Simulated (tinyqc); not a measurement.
# Changing the sink density n

Model: solubility, supersaturation, precipitation and gettering of an impurity in a silicon-like host. Computed by tinyqc, a small Python program. Command: `OMP_NUM_THREADS=1 python tinyqc.py 3009712 3009713 out.jsonl ripen sweep`. One thread of a shared host (Intel(R) Xeon(R) Processor @ 2.30GHz), about 0.01 s of CPU time with the checks.

The wafer was saturated at T1 and is then held at T.

Inputs (values chosen for the exercise, modelled on gold in silicon): site density N0 = 5e+22 1/cm^3; enthalpy of solution H = 2 eV; entropy of solution S = 2.3 k_B; diffusion prefactor D0 = 0.00021 cm^2/s; migration energy Q = 1.13 eV; temperature of saturation T1 = 1250 K; anneal temperature T = 835 K; initial sink radius r0 = 3.5 nm; impurity density in the precipitate C_p = 4.2e+22 1/cm^3; interface energy gamma = 0.6 J/m^2; anneal time t = 51000 s.

Constants: k_B = 8.617333262e-05 eV/K; k_B = 1.380649e-23 J/K.

Method:
- C_eq(T) = N0 exp(S/k_B - H/(k_B T)); D(T) = D0 exp(-Q/(k_B T)); C0 = C_eq(T1). Supersaturation s = C0/C_eq(T); critical radius r* = 2 gamma/(C_p k_B T ln s); barrier W* = (4 pi/3) gamma r*^2. Strain energy is left out.
- tau0 = 1/(4 pi n r0 D); C_fixed(t) = C_eq + (C0 - C_eq) exp(-t/tau0). If all excess precipitates, the final radius is r_f = [r0^3 + 3 (C0 - C_eq)/(4 pi n C_p)]^(1/3), with tau_f = 1/(4 pi n r_f D).
- Growing sinks: with y = r/r_f and y0 = r0/r_f, dy/dt = (1 - y^3)/(3 tau_f y), which integrates to t/tau_f = F(y) - F(y0), F(y) = (1/2) ln[(1 + y + y^2)/(1 - y)^2] - sqrt(3) arctan[(2y + 1)/sqrt(3)]; the share of the excess left is (1 - y^3)/(1 - y0^3), and C(t) = C_eq + (C0 - C_eq) x share.

One run for each value:
```
sink density n (1/cm^3)  final radius r_f (nm)  tau_f (s)  C(t) with growing sinks (1/cm^3)
1.40e+08                                 55.92  3.200e+06                         4.301e+15
5.70e+08                                 35.03  1.255e+06                         4.281e+15
2.40e+09                                 21.72  4.807e+05                         4.198e+15
9.90e+09                                 13.60  1.861e+05                         3.875e+15
4.10e+10                                  8.62  7.091e+04                         2.806e+15
1.70e+11                                  5.72  2.578e+04                         8.264e+14
7.10e+11                                  4.26  8.282e+03                         1.131e+13
3.00e+12                                  3.71  2.251e+03                         4.232e+11
1.20e+13                                  3.55  5.873e+02                         4.232e+11
```

Over the rows, final radius r_f (nm) falls from 55.9 to 3.55 (exponent d ln y / d ln x -0.33 between the first rows and -0.031 between the last); tau_f (s) falls from 3.20e6 to 587 (exponent d ln y / d ln x -0.67 between the first rows and -0.97 between the last); C(t) with growing sinks (1/cm^3) falls from 4.30e15 to 4.23e11. At the low end the exponent of final radius r_f is -0.33, close to -0.33: a fixed amount shared among n sinks. At the high end the exponent of final radius r_f is -0.03, close to 0: the sinks hardly grow. At the low end the exponent of tau_f is -0.67, close to -0.67: n r_f goes as n^(2/3). At the high end the exponent of tau_f is -0.97, close to -1: fixed radius.

Caution (all rows): the barrier to homogeneous nucleation is below 35 k_B T for these inputs, so new precipitates would form and outnumber the fixed sinks assumed here.
